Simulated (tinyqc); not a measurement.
Crystallisation kinetics and data retention of a phase-change cell: two steps of the calculation.

Johnson-Mehl-Avrami-Kolmogorov law X = 1 - exp(-y^n), y = integral of k dt, k = (1/100 s) exp[-(Ec q/kB)(1/T - 1/T1)].

Inputs (values chosen for the exercise); values of the order of Ge-Sb-Te and related chalcogenides: activation energy of crystallisation Ec = 2.57 eV; temperature at which the rate k is 1/(100 s) T1 = 464 K; Avrami exponent n = 3.5; crystalline share at which the state is lost Xf = 0.5; storage temperature T = 371 K; heating rate b = 1 K/min; start of the ramp table Ta = 418 K; step of the table dT = 5 K; steps m = 10.

Constants: q = 1.602176634e-19 C, kB = 1.380649e-23 J/K. Results are converted to the units shown.

Question 1. Retention. At fixed T the state fails at t = (-ln(1 - Xf))^(1/n)/k; ten years are 3.15576e8 s.

Wanted: k; y at failure; time to fail; the same in years; temperature for ten years.

Answer 1.

k = 1.006e-9 1/s
y at failure = 0.9006
time to fail = 8.952e8 s
the same in years = 28.37
temperature for ten years = 375.9 K

The cell meets ten years at 371 K.

Question 2. A heating ramp. T rises at the rate b. Start with y = k (kB Ta^2/(q Ec))/b, the integral from cold to Ta to leading order; over each step k is taken as exponential in T, so y gains (dT/b)(k2 - k1)/ln(k2/k1). dX/dt = n y^(n - 1) k exp(-y^n), listed as 0 once y^n exceeds 23.

Give: T; k; y; X; dX/dt.

Answer 2.

| point | T (K) | k (1/s) | y | X | dX/dt (1/s) |
|---|---|---|---|---|---|
| 0 | 418 | 8.474e-6 | 0.002979 | 1.443e-9 | 1.436e-11 |
| 1 | 423 | 1.970e-5 | 0.006970 | 2.827e-8 | 2.796e-10 |
| 2 | 428 | 4.488e-5 | 0.01614 | 5.346e-7 | 5.202e-9 |
| 3 | 433 | 1.004e-4 | 0.03682 | 9.583e-6 | 9.140e-8 |
| 4 | 438 | 2.203e-4 | 0.08259 | 1.619e-4 | 1.511e-6 |
| 5 | 443 | 4.751e-4 | 0.1820 | 0.002571 | 2.345e-5 |
| 6 | 448 | 0.001007 | 0.3945 | 0.03782 | 3.314e-4 |
| 7 | 453 | 0.002100 | 0.8406 | 0.4199 | 0.002762 |
| 8 | 458 | 0.004308 | 1.762 | 0.9993 | 4.337e-5 |
| 9 | 463 | 0.008704 | 3.638 | 1.000 | 0 |
| 10 | 468 | 0.01732 | 7.394 | 1.000 | 0 |

Range of the model: One Arrhenius rate is assumed; incubation, growth from the boundary and the non-Arrhenius kinetics of the supercooled liquid are left out.

Program tinyqc, `OMP_NUM_THREADS=1 python tinyqc.py 2490043 2490044 out.jsonl`; Intel Xeon 2.30GHz, shared host, one thread, about 0.02 s.
